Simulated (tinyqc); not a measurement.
Admittance spectroscopy and thermally stimulated current of one trap level in a depletion layer. Changing the test frequency f. Computed by tinyqc, a small Python program. Command: `OMP_NUM_THREADS=1 python tinyqc.py 3110712 3110713 out.jsonl admit sweep`. One thread of a shared host (Intel(R) Xeon(R) Processor @ 2.30GHz), about 0.01 s of CPU time with the checks.

A Schottky junction on n-type material holds one donor-like electron trap; shallow donors are fully ionised and abrupt depletion edges are assumed.

Inputs (values chosen for the exercise, modelled on n-type GaN):
```
quantity,value,unit
dielectric constant eps,9.4,-
density-of-states mass m,0.195,m_0
shallow doping N,1.3e+15,1/cm^3
trap density N_t,5.4e+13,1/cm^3
trap depth E_t below the band,0.433,eV
capture cross section sigma,5.7e-14,cm^2
band bending V_b,1.1,V
```

Constants: k_B = 1.380649e-23 J/K; m_0 = 9.1093837015e-31 kg; h = 6.62607015e-34 J s; k_B = 8.617333262e-05 eV/K; eps_0 = 8.8541878128e-12 F/m; e = 1.602176634e-19 C.

Method:
- N_c = 2 (2 pi m k_B T/h^2)^(3/2), v_th = sqrt(3 k_B T/m), emission rate e_n = sigma v_th N_c exp(-E_t/(k_B T)).
- Where the level crosses the Fermi level capture equals emission, so the trap follows the signal with the rate 2 e_n; G/omega peaks at omega = 2 e_n (the correction for large N_t/N is left out).
- Solve 2 e_n(T_p) = 2 pi f.
- With E_c - E_F = k_B T_p ln(N_c/N): lambda = sqrt(2 eps eps_0 (E_t - (E_c - E_F))/(e^2 N)); traps are empty and charged for x < x_t = w - lambda, and V_b = e (N w^2 + N_t x_t^2)/(2 eps eps_0). High frequency: C_hf = eps eps_0/w. Low frequency: C_lf = eps eps_0 (N + N_t)/(N w + N_t x_t).

One run for each value:
```
test frequency f (Hz),peak temperature T_p (K),step (C_lf - C_hf)/C_hf,E_c - E_F = k_B T_p ln(N_c/N) (eV),lambda (nm)
1.00e+01,204.29,0.021821,0.12041,499.82
7.00e+01,220.37,0.021407,0.13204,490.44
5.00e+02,239.27,0.020902,0.14591,479.00
4.00e+03,262.94,0.020243,0.16355,464.05
3.00e+04,290.54,0.019434,0.18447,445.67
2.00e+05,322.04,0.018453,0.20875,423.34
1.00e+06,354.25,0.017375,0.23400,398.80
1.00e+07,412.36,0.015198,0.28047,349.14
```

Describe the trends.

Over the rows, peak temperature T_p (K) rises from 204 to 412 (exponent d ln y / d ln x 0.039 between the first rows and 0.066 between the last); step (C_lf - C_hf)/C_hf falls from 0.0218 to 0.0152 (exponent d ln y / d ln x -0.0099 between the first rows and -0.058 between the last); E_c - E_F = k_B T_p ln(N_c/N) (eV) rises from 0.120 to 0.280 (exponent d ln y / d ln x 0.047 between the first rows and 0.079 between the last).

Extremes, crossings and ranges named in words are read from the listed rows.
